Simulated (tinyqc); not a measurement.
Hydrogen passivation of interface dangling bonds: competing passivation and dissociation with distributed barriers: one step, computed by the program tinyqc. Command: `OMP_NUM_THREADS=1 python tinyqc.py 3001457 3001458 out.jsonl passiv walk`. One thread of a shared host (Intel(R) Xeon(R) Processor @ 2.30GHz), about 0.02 s of CPU time with the checks.

P_b + H2 gives P_bH + H at the rate k_f [H2]; P_bH gives P_b + H at the rate k_d. All defects start unpassivated. E_f and E_d are Gaussian and independent.

Question. Distributed barriers. [H2] = solubility factor x p; a = k_f0 [H2] exp(-E_f/(k_B T)), d = k_d0 exp(-E_d/(k_B T)). For one pair of barriers the active share is y = [d + a exp(-(a + d) t)]/(a + d). Temperatures in kelvin are T(C) + 273.15. Average y over both Gaussians with 40 x 40 Gauss-Hermite points. Active density N0 y; threshold shift if each active defect holds one charge, e N0 y t_ox/(3.9 eps_0).

Inputs (values chosen for the exercise, close to those used for P_b centres at the silicon-oxide interface):

| quantity | value | unit |
|---|---|---|
| defect density N0 | 2.8e+12 | 1/cm^2 |
| passivation prefactor k_f0 | 4.5e-07 | cm^3/s |
| mean passivation barrier E_f | 1.64 | eV |
| spread sigma_f | 0.07 | eV |
| dissociation prefactor k_d0 | 4.3e+12 | 1/s |
| mean dissociation barrier E_d | 2.62 | eV |
| spread sigma_d | 0.05 | eV |
| H2 in the oxide per atm, solubility factor | 4.5e+17 | 1/(cm^3 atm) |
| hydrogen pressure p | 0.03 | atm |
| anneal temperature T | 500 | C |
| anneal time t | 510 | s |
| oxide thickness | 7.1 | nm |

Constants: k_B = 8.617333262e-05 eV/K; e = 1.602176634e-19 C; eps_0 = 8.8541878128e-12 F/m.

Give: active share y; active density; threshold shift.

Answer.

active share y = 0.001022

active density = 2.862e+09 1/cm^2

threshold shift = 0.9427 mV

Caution: densities below a few 1e9 per cm^2 are formal: other defects set the floor in real interfaces.
